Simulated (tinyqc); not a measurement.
From results back to parameters: eight-band Kane k.p model. Five cases, with inputs chosen for the exercise.

Problem. In the Kane model 1/m = A_r + Ep (Eg + 2 Dso/3)/(Eg (Eg + Dso)) and the Roth formula gives g* = 2 - 2 Ep Dso/(3 Eg (Eg + Dso)). The mass and the g factor below were computed from hidden Ep and Dso.

Find: X; Y; Ep; Dso.

Method. Let X = 1/m - A_r and Y = (2 - g*)/2. Then X + Y = Ep/Eg and X - 2 Y = Ep/(Eg + Dso).

Case 1.

Values chosen (out of a larger set: near those of InSb; not measured data): Eg = 0.221 eV (gap at Gamma to the s-like level); A_r = 1 (remote-band term in 1/m).

m = 0.0128658 m0
g* = -52.69450

Solution.

X = 76.725
Y = 27.347
Ep = 23.00 eV
Dso = 0.823 eV

Case 2.

Values chosen (out of a larger set: near those of AlAs; not measured data): Eg = 3.125 eV (gap at Gamma to the s-like level); A_r = -0.7 (remote-band term in 1/m).

m = 0.1713738 m0
g* = 1.63039

Solution.

X = 6.535
Y = 0.185
Ep = 21.00 eV
Dso = 0.281 eV

Case 3.

Values chosen (out of a larger set: near those of GaSb; not measured data): Eg = 0.813 eV (gap at Gamma to the s-like level); A_r = 0 (remote-band term in 1/m).

m = 0.0361876 m0
g* = -8.66104

Solution.

X = 27.634
Y = 5.331
Ep = 26.80 eV
Dso = 0.766 eV

Case 4.

Values chosen (out of a larger set: near those of InAs; not measured data): Eg = 0.392 eV (gap at Gamma to the s-like level); A_r = 1 (remote-band term in 1/m).

m = 0.0211585 m0
g* = -16.18980

Solution.

X = 46.262
Y = 9.095
Ep = 21.70 eV
Dso = 0.381 eV

Case 5.

Values chosen (out of a larger set: near those of GaSb; not measured data): Eg = 0.813 eV (gap at Gamma to the s-like level); A_r = -0.8 (remote-band term in 1/m).

m = 0.0368220 m0
g* = -8.75132

Solution.

X = 27.958
Y = 5.376
Ep = 27.10 eV
Dso = 0.762 eV

Computed by tinyqc, one run a case: `OMP_NUM_THREADS=1 python tinyqc.py N N+1 out.jsonl` with N = 1050561, 1050586, 1050605, 1050606, 1050618; one thread of a shared Intel(R) Xeon(R) Processor @ 2.30GHz, about 0.02 s a run at most.
